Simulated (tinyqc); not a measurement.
# Stability and critical current from long pulses

Question. For long pulses a magnetic tunnel junction switches at I = Ic0 [1 - ln(tp/t0)/Delta]. Find Ic0 and Delta.

Values chosen for this exercise: attempt time t0 = 1 ns.

switching current for pulses of 0.0001 and 0.1 s (uA): 22.358835  20.129675

Answer. I is linear in ln tp: it equals Ic0 at tp = t0, and the slope is -Ic0/Delta.

Ic0 = 26.07 uA
Delta = 80.80

tinyqc, about 0.01 s, one thread, Intel Xeon 2.30GHz (shared host): `OMP_NUM_THREADS=1 python tinyqc.py 2450111 2450112 out.jsonl`
